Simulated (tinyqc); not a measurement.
Worked calculation: one-electron ion in a basis of Gaussians. One step of it, computed by the program tinyqc.

Task: Generalised eigenproblem. Solve H C = S C e through S^(-1/2); each column has its largest component positive (the first on a tie).

H = T + V (hartree):
```
[[-0.340773, -0.385213, -0.348807],
 [-0.385213, -0.403336, -0.471895],
 [-0.348807, -0.471895, 0.786436]]
```

S:
```
[[1.000000, 0.654241, 0.249780],
 [0.654241, 1.000000, 0.654257],
 [0.249780, 0.654257, 1.000000]]
```

Give: eigenvalues of S; eigenvalues; coefficients.

Result:

eigenvalues of S: [0.191, 0.750, 2.059]

eigenvalues (hartree): [-0.492, 0.029, 2.474]

coefficients:
```
[[0.448, 1.229, 0.476],
 [0.559, -1.039, -1.335],
 [0.145, -0.096, 1.381]]
```

For Z = 1 and l = 0 the exact lowest level is -Z^2/(2 n^2) with n = l + 1: -0.500000 hartree.
